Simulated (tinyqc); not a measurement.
Worked calculation: RKS/BLYP in the 6-311g basis, for H2, spin multiplicity 1. One step of it, computed by the program tinyqc.

Problem. Iteration 2: DIIS coefficients. Solve [B -1; -1 0][c; lambda] = [0; -1] for the coefficients, which sum to one.

B (overlaps of the stored error matrices):
```
                1               2
1   3.9059193e-02  -1.1734046e-03
2  -1.1734046e-03   3.6527732e-04
```

Give: DIIS coefficients.

Solution.

DIIS coefficients: 0.037  0.963
